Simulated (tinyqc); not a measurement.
# Germanium share from the critical thickness

Question. Critical thickness (Matthews-Blakeslee, 60-degree dislocations): h = bv (1 - nu/4)[ln(h/bv) + 1]/(4 pi e_par (1 + nu)), nu = c12/(c11 + c12). e_par = b1 x. Find e_par and x.

Values chosen for this exercise:
```
symbol   value  unit                      meaning
b1      0.0418        lattice mismatch per unit x
c11        162   GPa             elastic constant
c12       62.9   GPa             elastic constant
bv       0.384    nm               Burgers vector
```

critical thickness = 5.3690262 nm

Solution. For given h the relation is explicit in the strain.

e_par = 1.50 %
x = 0.360

Program tinyqc, `OMP_NUM_THREADS=1 python tinyqc.py 2530103 2530104 out.jsonl`; Intel Xeon 2.30GHz, shared host, one thread, about 0.01 s.
